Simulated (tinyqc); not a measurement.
Inside a calculation. Method: extended Hueckel theory, for H3+. The parameters take no account of the charge, which enters only through the electron count. One step of it, computed by the program tinyqc.

Problem. Orbitals. Solve H C = S C e through S^(-1/2); fill by pairs from the bottom, a degenerate level sharing its electrons equally; each orbital has its largest coefficient positive (the first on a tie).

H (eV), lower triangle:
```
            1H 1s       2H 1s       3H 1s
1H 1s  -13.600000
2H 1s  -13.754319  -13.600000
3H 1s  -13.753148  -13.761020  -13.600000
```

overlap S, lower triangle:
```
          1H 1s     2H 1s     3H 1s
1H 1s  1.000000
2H 1s  0.577913  1.000000
3H 1s  0.577863  0.578194  1.000000
```

valence electrons = 2

Give: orbital energies; occupations; coefficients; sum of one-electron energies.

Solution.

orbital energies (eV): -19.0690  0.3582  0.3819

occupations: 2.0000  0.0000  0.0000

coefficients:
```
          MO1      MO2      MO3
1H 1s  0.3932   1.2536  -0.0868
2H 1s  0.3932  -0.5516   1.1295
3H 1s  0.3932  -0.7019  -1.0428
```

sum of one-electron energies = -38.1379 eV
